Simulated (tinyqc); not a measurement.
Pinning factor and decay constant from two barriers.

Inverse problem. phiB = S (phiM - chi) + (1 - S)(Eg - E0) with S = 1/(1 + (1/S0 - 1) exp(-be ti)). Find S0, S at the given thickness and be.

Inputs (values chosen for the exercise); semiconductor values close to those of germanium; interlayer mass of the order of that in titanium dioxide, offset chosen freely:
- Eg = 0.661 eV (band gap)
- chi = 3.85 eV (electron affinity)
- E0 = 0.091 eV (charge-neutrality level above the valence band)
- phiM = 4.25 eV (metal work function)

phiB at ti = 0, 0.2 nm (eV): 0.56167000  0.55087905

Answer. Each barrier gives its S by linear interpolation between the pinned and the unpinned value; the ratio of the two values of 1/S - 1 is exp(be ti).

S0 = 0.0490
S = 0.112
be = 4.50 1/nm

Numbers from tinyqc (`OMP_NUM_THREADS=1 python tinyqc.py 2270133 2270134 out.jsonl`; about 0.03 s on one thread of a shared Intel Xeon 2.30GHz).
